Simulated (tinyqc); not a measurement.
Channel direction: nanosheet or nanowire with hard walls, valleys of the Si type.

Six ellipsoidal valleys along the cube axes: inverse mass tensor w = 1/mt + (1/ml - 1/mt) a a^T with a the unit axis. Device axes: x along the channel, z = [001], y = z x x.

Hard walls around a W x H rectangle. The block w_c of w in (y, z) confines; the transport mass follows from 1/m_x = w_xx - w_xc w_c^-1 w_cx. The cross-section problem c (w_yy ky^2 + 2 w_yz ky kz + w_zz kz^2), c = hbar^2/2m0, is solved in products sin(n pi y/W) sin(l pi z/H), n, l = 1 to 12; if w_yz = 0 the levels are c pi^2 (w_yy n^2/W^2 + w_zz l^2/H^2). The w_yz term couples (n, l) to (n', l') by -2 c w_yz D_nn'(W) D_ll'(H) with D_nm(L) = 4 n m/(L (n^2 - m^2)) for n + m odd and 0 otherwise.

Without degeneracy the line density is N1 exp((EF - Ec)/kB T) with N1 = sum 2 g sqrt(m_x kB T/(4 pi c)) exp(-E/kB T), here over n, l up to 80 where w_yz = 0 and over all levels of a 12 x 12 sine basis otherwise; the classical value is W H Nc with Nc = 2 g_all (m_dos kB T/(4 pi c))^(3/2), m_dos = (ml mt^2)^(1/3); dVt = kB T ln(W H Nc/N1).

Constants: hbar^2/2m0 = 3.80998211 eV angstrom^2; kB = 8.617333262e-05 eV/K.

Values chosen for the exercise (near those of Si; the results hold for these values, not for the real material): ml = 0.906 m0 (longitudinal mass); mt = 0.188 m0 (transverse mass); T = 300 K (temperature); g_all = 6 (number of valleys); W = 195 angstrom (width, along y); H = 30 angstrom (height, along z = [001]).

The same rectangle along [100] and [110]; groups ordered by w_zz, then w_yy.

Lowest level of each group:

| channel, group | valleys g | w_yy | w_zz | \|w_yz\| | m_x (m0) | E (eV) |
|---|---|---|---|---|---|---|
| [100] A | 2 | 5.319 | 1.104 | 0.000 | 0.188 | 0.0514 |
| [100] B | 2 | 1.104 | 5.319 | 0.000 | 0.188 | 0.2233 |
| [100] C | 2 | 5.319 | 5.319 | 0.000 | 0.906 | 0.2275 |
| [110] A | 2 | 5.319 | 1.104 | 0.000 | 0.188 | 0.0514 |
| [110] B | 4 | 3.211 | 5.319 | 0.000 | 0.547 | 0.2254 |

How do the results move, and what explains it?

The lowest subband has m_x = 0.188 m0 and 2 valleys along [100], and 0.188 m0 and 2 valleys along [110]; its edge lies at 0.0514 and 0.0514 eV. These valleys have their axis along z, so turning the channel in the wafer plane leaves them alone; only the higher groups change.

Computed by tinyqc, a small Python program: `OMP_NUM_THREADS=1 python tinyqc.py 1281119 1281120 out.jsonl` (the numbers bound the seed that draws the inputs); one thread of a shared host (Intel(R) Xeon(R) Processor @ 2.30GHz), about 0.05 s for the whole set of steps.
